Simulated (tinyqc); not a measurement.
What the s* orbital does: sp3s* tight binding.

sp3s* tight binding, nearest neighbours only: anion (a) at 0, cation (c) at a/4 (1,1,1), orbitals s, px, py, pz, s* on each; k in units of 2 pi/a. With phases e_j = exp(i (pi/2) k.n_j) for n = (1,1,1), (1,-1,-1), (-1,1,-1), (-1,-1,1): g0 = (e1+e2+e3+e4)/4, g1 = (e1+e2-e3-e4)/4, g2 = (e1-e2+e3-e4)/4, g3 = (e1-e2-e3+e4)/4. The diagonal holds the levels Esa, Epa, Exa (s*) and Esc, Epc, Exc. Anion-cation block: <sa|sc> = Vss g0; <sa|xc> = Vsapc g1; <xa|sc> = -Vscpa g1; <xa|xc> = Vxx g0; <xa|yc> = <ya|xc> = Vxy g3, <xa|zc> = <za|xc> = Vxy g2, <ya|zc> = <za|yc> = Vxy g1; <s*a|xc> = Vxapc g1; <xa|s*c> = -Vpaxc g1; y and z take g2 and g3 in place of g1; s-s* and s*-s* vanish.

Inputs chosen for the exercise (near a published set for diamond, fitted to gaps, whose masses and valley positions are rough; the results hold for these values, not for the real material):
```
symbol  value    unit  meaning
Esa     -4.547   eV    s level of the anion
Epa     3.844    eV    p level of the anion
Esc     -4.547   eV    s level of the cation
Epc     3.844    eV    p level of the cation
Exa     11.395   eV    s* level of the anion
Exc     11.395   eV    s* level of the cation
Vss     -22.714  eV    s-s
Vxx     3.846    eV    px-px
Vxy     11.694   eV    px-py
Vsapc   15.233   eV    s anion, p cation
Vscpa   15.233   eV    s cation, p anion
Vxapc   8.221    eV    s* anion, p cation
Vpaxc   8.221    eV    p anion, s* cation
```

The s* couplings Vxapc and Vpaxc are scaled by f; f = 0 is the plain sp3 model. Gaps from the top of the valence band at Gamma; the Delta value is the minimum on (x,0,0), 0.5 <= x <= 1.

Gaps (eV):
```
f      Gamma    Delta        L  x of the minimum
0.00  7.6920  10.3174  11.3970             0.500
0.25  7.6920   9.3846  11.0461             0.500
0.50  7.6920   8.0712  10.1484             0.500
0.75  7.6920   6.7334   8.9529             0.500
0.90  7.6920   5.9046   8.1611             0.551
1.00  7.6920   5.3322   7.6149             0.574
1.10  7.6920   4.7533   7.0588             0.591
```

The gap at Gamma stays, since g1 to g3 vanish there. From f = 0 to 1 the s* levels lower the Delta value by 4.985 eV and L by 3.782 eV. For f = 0, 0.25, 0.5 and 0.75 the least value lies at x = 0.5, the end of the range: any valley further out lies above that value until s* has lowered it enough. The lowest of the three is Gamma at f = 0 and the Delta line at f = 1.

tinyqc: `OMP_NUM_THREADS=1 python tinyqc.py 1480951 1480952 out.jsonl`; about 0.2 s, one thread, shared Intel(R) Xeon(R) Processor @ 2.30GHz.
